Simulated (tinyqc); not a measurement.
Wannier functions of a composite (isolated) pair of valence bands (bonds of an sp chain): one step. The Hamiltonian in the new basis. Three cases, with inputs chosen for the exercise.

Task: H_W = w^+ H w; its eigenvalues must be the two filled levels.

Give: H_W(k); eigenvalues.

Case 1.

H(k) (eV), lower triangle (Hermitian):
```
            A<         A>         B<  B>
A<           0
A>   -0.870000          0
B<           0  -3.670000          0
B>  -2.890000i          0  -1.710000   0
```

w:
```
                     1                    2
A<  0.054220+0.090647i  -0.031982-0.698441i
A>  0.698716+0.025312i  -0.090734-0.054065i
B<  0.698949-0.017724i   0.094271+0.047642i
B>  0.094210-0.047751i   0.698815+0.022394i
```

Result:

H_W(k) (eV):
```
               1              2
1         -3.815  -0.834+0.415i
2  -0.834-0.415i         -3.035
```

eigenvalues (eV): -4.435  -2.415

Case 2.

H(k) (eV), lower triangle (Hermitian):
```
           A<         A>         B<  B>
A<          0
A>  -1.220000          0
B<          0  -3.400000          0
B>  2.900000i          0  -0.660000   0
```

w:
```
                     1                    2
A<  0.069440-0.037673i  -0.015435+0.702510i
A>  0.702556-0.013191i  -0.037673+0.069440i
B<  0.702556+0.013191i   0.040470-0.067848i
B>  0.040470+0.067848i   0.702510-0.015435i
```

Result:

H_W(k) (eV):
```
               1              2
1         -3.478  -0.317-0.603i
2  -0.317+0.603i         -2.978
```

eigenvalues (eV): -3.954  -2.502

Case 3.

H(k) (eV), lower triangle (Hermitian):
```
            A<         A>         B<         B>
A<    0.650000
A>   -1.170000   0.650000
B<           0  -3.510000  -0.650000
B>  -4.390000i          0  -0.900000  -0.650000
```

w:
```
                     1                    2
A<  0.055617+0.043043i  -0.008612-0.652413i
A>  0.638881+0.010750i  -0.041877-0.057129i
B<  0.763514-0.015352i   0.036934+0.047869i
B>  0.038601-0.045710i   0.751970+0.012299i
```

Result:

H_W(k) (eV):
```
               1              2
1         -3.638  -0.517+0.479i
2  -0.517-0.479i         -4.506
```

eigenvalues (eV): -4.900  -3.244

Computed by tinyqc, one run a case: `OMP_NUM_THREADS=1 python tinyqc.py N N+1 out.jsonl` with N = 1452342, 1452457, 1452536; one thread of a shared Intel(R) Xeon(R) Processor @ 2.30GHz, about 0.3 s a run at most.
